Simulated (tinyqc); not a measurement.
Inside a calculation. Model: gas flow in a process chamber: flow regimes, conductance, effective pumping speed, pump-down, outgassing and purge. Computed by tinyqc, a small Python program that keeps every step. Command: `OMP_NUM_THREADS=1 python tinyqc.py 3120371 3120372 out.jsonl pump walk`. One thread of a shared host (Intel(R) Xeon(R) Processor @ 2.30GHz), about 0.08 s of CPU time with the checks. Intermediate numbers are printed to about 7 digits and carried at full precision; extremes and crossings named in words are read from the listed rows.

Ideal gas, isothermal flow, a pump of constant speed at the end of a round pipe; process gas, volume gas and outgassing are given the same properties. 1 sccm = 101325 Pa x 1e-6 m^3/60 s x T/273.15 K.

Inputs (values chosen for the exercise, modelled on water vapour near room temperature):
```
quantity                     value            unit
molar mass M                 18.02           g/mol
molecular diameter            0.46              nm
viscosity eta                  9.9   micropascal s
temperature T                  300               K
chamber volume V                62               L
wall area                      2.5             m^2
pipe diameter d                 25              cm
pipe length l                   55              cm
pump speed S                  3500             L/s
process gas flow                37            sccm
outgassing rate after 1 h  1.3e-05  Pa m^3/(s m^2)
outgassing exponent n          1.1               -
starting pressure p0          1500              Pa
target base pressure        0.0006              Pa
```

Constants: k_B = 1.380649e-23 J/K; u = 1.6605390666e-27 kg.

## Molecular flow

Mean speed c = sqrt(8 k_B T/(pi m)); aperture conductance C_a = c pi d^2/16; molecular pipe C_m = C_a/(1 + 3 l/(4 d)) (Dushman form); viscous pipe C_v = pi d^4 p_mean/(128 eta l); Knudsen interpolation C = C_v + C_m (1 + x)/(1 + 1.24 x), x = d p_mean sqrt(m/(k_B T))/eta. Effective speed 1/S_eff = 1/S + 1/C_m; time constant V/S_eff; pressure at which the free path k_B T/(sqrt2 pi d_m^2 p) equals d.

mean speed c = 593.7046 m/s

C_a = 7285.851 L/s

C_m = 2749.378 L/s

S_eff in molecular flow = 1539.805 L/s

time constant = 0.04026484 s

pressure where the free path equals d = 0.01762317 Pa

The pipe passes on 44 % of the pump speed.

## Process pressure

Steady flow: the pump inlet is at p_2 = Q/S, and the chamber pressure p_1 solves Q = C((p_1 + p_2)/2) (p_1 - p_2). Residence time = p_1 V/Q. Knudsen number = free path at the mean pressure over d.

throughput Q = 68.62576 Pa L/s

p_2 = 0.01960736 Pa

chamber pressure p_1 = 0.04314280 Pa

conductance C = 2915.848 L/s

residence time = 0.03897740 s

Knudsen number = 0.5616932

The flow in the pipe is transitional.

## Purging a well-mixed chamber

With steady flow a contaminant decays as exp(-t/residence time); gas used = flow x time.

time to dilute 1e3 times = 0.2692463 s

time to dilute 1e6 times = 0.5384926 s

gas used for 1e6 = 0.3320705 standard cm^3

## Pump-down curve

Pump-down: V dp/dt = -S_eff(p) p + q(t) A, with S_eff = S p_2/p, where p_2 solves C((p + p_2)/2) (p - p_2) = S p_2 at each moment, and q(t) = q_1 (1 h/(t + 10 s))^n; integrated adaptively. At long times p = q(t) A/S_eff. S_eff(p) is tabulated at 260 pressures and interpolated in ln p. Comparison columns: p0 exp(-t/time constant) with the molecular S_eff (0 below 1e-26 p0), and the outgassing limit.

Pressure against time:
```
t (s)         p (Pa)  S_eff (L/s)  volume gas only (Pa)  outgassing limit (Pa)
0.3     1.956667e-02     1527.004          8.715795e-01           1.325042e-02
1       1.255921e-02     1517.383          2.455521e-08           1.232590e-02
3       1.045138e-02     1516.399                     0           1.025682e-02
10      6.490901e-03     1518.315                     0           6.385831e-03
30      3.009527e-03     1525.953                     0           2.979096e-03
100     9.829828e-04     1534.315                     0           9.790807e-04
300     3.136476e-04     1537.937                     0           3.132222e-04
1000    8.546001e-05     1539.284                     0           8.542735e-05
3600    2.104429e-05     1539.676                     0           2.104227e-05
20000   3.198786e-06     1539.785                     0           3.198738e-06
100000  5.448837e-07     1539.802                     0           5.448822e-07
```

From t = 1 s on the pressure is within 20 % of the outgassing limit, which falls only as (t + 10 s)^-1.1: walls, not volume, set the time to base pressure.

## Time to base pressure

From the outgassing limit: t = 1 h x (q_1 A/(S_eff p_target))^(1/n) - 10 s; monolayer time at the target = 1e19 m^-2 x 4 k_B T/(p c) for unit sticking.

time to the target = 0.04491186 h

monolayer time = 0.4650963 s

Checks made by the program: throughput from C and the pressure drop (relative difference below 1e-10).
